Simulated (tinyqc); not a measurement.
# Threshold spread from leakage statistics

Problem. VT is Gaussian with standard deviation s and Ioff goes as exp(-VT/(n Vt)), so Ioff is log-normal: mean/median = exp(w^2/2) with w = s/(n Vt). Find w, s, the relative standard deviation sqrt(exp(w^2) - 1) and the share of devices that leak more than the mean, erfc(w/(2 sqrt(2)))/2.

Inputs (values chosen for the exercise): temperature T = 300 K; subthreshold factor n = 1.14.

Constants: q = 1.602176634e-19 C, kB = 1.380649e-23 J/K, Vt = kB T/q. Results are converted to the units shown.

mean/median of the off current = 2.0824013

Solution. w = sqrt(2 ln(mean/median)); the mean lies w/2 standard deviations out in ln Ioff.

w = 1.21
s = 35.7 mV
relative standard deviation = 1.83
share above the mean = 27.2 %

Numbers from tinyqc (`OMP_NUM_THREADS=1 python tinyqc.py 2090042 2090043 out.jsonl`; about 0.01 s on one thread of a shared Intel Xeon 2.30GHz).
